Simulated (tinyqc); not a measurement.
Off-state leakage of single and stacked transistors: subthreshold current against the height of the stack.

n-channel devices of unit width. Subthreshold current I(Vg, Vs, Vd) = I0 (T/300 K)^0.5 exp[(Vg - Vs - VT(T) - gb (Vs - Vb) + dd (Vd - Vs))/(nf Vt)] (1 - exp(-(Vd - Vs)/Vt)), VT(T) = VT - cT (T - 300 K). Gate-edge tunnelling Ig (Vd/1 V) exp(ag (Vd - 1 V)), for a gate at 0 V, and band-to-band leakage Ab u exp(-Bb/u), u = Vd - Vb + 1 V, flow at a drain held at V; both are taken as independent of T. In a stack of off transistors (all gates at 0 V) the same subthreshold current passes through each.

All n gates at 0 V, bottom source at 0 V, top drain at V; node voltages follow from equal currents.

Values chosen for this exercise; values of the order met in bulk silicon logic transistors: temperature T = 358 K; supply voltage V = 0.8 V; threshold at 300 K, zero drain and body bias VT = 0.46 V; fall of the threshold with temperature cT = 0.6 mV/K; current at threshold at 300 K I0 = 0.88 uA/um; slope factor nf = 1.32; drain-induced lowering per volt dd = 0.17; rise of the threshold per volt of source-body bias gb = 0.09; body voltage Vb = 0 V.

Constants: q = 1.602176634e-19 C, kB = 1.380649e-23 J/K, Vt = kB T/q. Results are converted to the units shown.

Result of one run:
columns A: I (nA/um); B: reduction factor; C: drain voltage of the bottom device (mV); D: source voltage of the top device (mV); E: voltage across the top device (V)
```
A              B       C       D        E
0.018720  42.295  27.802  121.02  0.67898
```

Which number of transistors in series n gave this result: 1, 2, 3 or 5?

n = 3.

The whole series:
columns A: n; B: I (nA/um); C: reduction factor; D: drain voltage of the bottom device (mV); E: source voltage of the top device (mV); F: voltage across the top device (V)
```
A          B       C       D       E        F
1    0.79176  1.0000  800.00       0  0.80000
2   0.040123  19.733  96.385  96.385  0.70361
3   0.018720  42.295  27.802  121.02  0.67898
4   0.012137  65.234  15.993  135.03  0.66497
5  0.0089667  88.299  11.219  144.81  0.65519
6  0.0071056  111.43  8.6379  152.33  0.64767
```

The second transistor cuts the current by a factor of 19.7, the third by a further 2.14 and the sixth by 1.26. The top device keeps 81.0 % of the supply at n = 6, while the drain voltage of the bottom one falls to 0.280 Vt.

Computed by the program tinyqc: `OMP_NUM_THREADS=1 python tinyqc.py 2242254 2242255 out.jsonl`, one thread of a shared Intel Xeon 2.30GHz, about 0.03 s for the whole run.
